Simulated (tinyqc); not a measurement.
Two-mode optical phonons of a ternary alloy from two coupled oscillators. From upper LO mode back to fraction x of A. Computed by tinyqc, a small Python program. Command: `OMP_NUM_THREADS=1 python tinyqc.py 3008896 3008897 out.jsonl twomode inv`. One thread of a shared host (Intel(R) Xeon(R) Processor @ 2.30GHz), about 0.01 s of CPU time with the checks.

An alloy A(x)B(1-x)C has an A-C and a B-C bond oscillator. Each TO frequency moves linearly from the impurity mode (dilute end) to the TO of the pure crystal; each strength is proportional to the number of bonds.

Inputs (values chosen for the exercise, modelled on GaAs(1-x)P(x), with A-C the GaP-like and B-C the GaAs-like bond):
```
quantity,value,unit
omega_TO of pure AC,362.4,1/cm
omega_LO of pure AC,406.3,1/cm
omega_TO of pure BC,267.5,1/cm
omega_LO of pure BC,291.2,1/cm
eps_inf of AC,9.27,-
eps_inf of BC,10.6,-
impurity mode of A in BC,355.5,1/cm
impurity mode of B in AC,268.7,1/cm
```

Method:
- omega_1 = (impurity mode of A) + x (omega_TO,AC - impurity mode of A); omega_2 = (impurity mode of B) + (1 - x)(omega_TO,BC - impurity mode of B); eps_inf = x eps_AC + (1 - x) eps_BC; strengths W_1 = x eps_AC (omega_LO,AC^2 - omega_TO,AC^2), W_2 = (1 - x) eps_BC (omega_LO,BC^2 - omega_TO,BC^2).
- eps(omega) = eps_inf + W_1/(omega_1^2 - omega^2) + W_2/(omega_2^2 - omega^2) = 0 is the eigenproblem of the matrix [[omega_1^2 + W_1/eps_inf, sqrt(W_1 W_2)/eps_inf], [sqrt(W_1 W_2)/eps_inf, omega_2^2 + W_2/eps_inf]] for omega_LO^2.
- Uncoupled values keep the diagonal alone. eps_s = eps_inf + W_1/omega_1^2 + W_2/omega_2^2.

Question. A run gave the result below. Find the fraction x of A, known to lie between 0.66 and 0.96.

upper LO mode = 403.9732 1/cm

Answer.

Each step takes the trial c = (a f_b - b f_a)/(f_b - f_a), f being the result less the target and a, b, c the logarithms of the listed values; c replaces end b, the old b replaces a if the sign of f changed, and otherwise f_a is halved.

Scan of the range:
```
fraction x of A,upper LO mode (1/cm)
0.660,390.203
0.703,392.265
0.748,394.413
0.796,396.693
0.847,399.105
0.902,401.698
0.960,404.424
```

False position (Illinois rule, in the logarithm of the input) inside the bracket:
```
step,end a,end b,trial,upper LO mode (1/cm)
1,0.902000,0.960000,0.950159,403.962
2,0.960000,0.950159,0.950398,403.973
3,0.960000,0.950398,0.950401,403.973
4,0.950398,0.950401,0.950400,403.973
```

Upper LO mode rises at every point of a 13-point scan of the range (every second point is shown), so one value fits; it is bracketed by 0.902 and 0.960. Answer: fraction x of A = 0.9504.
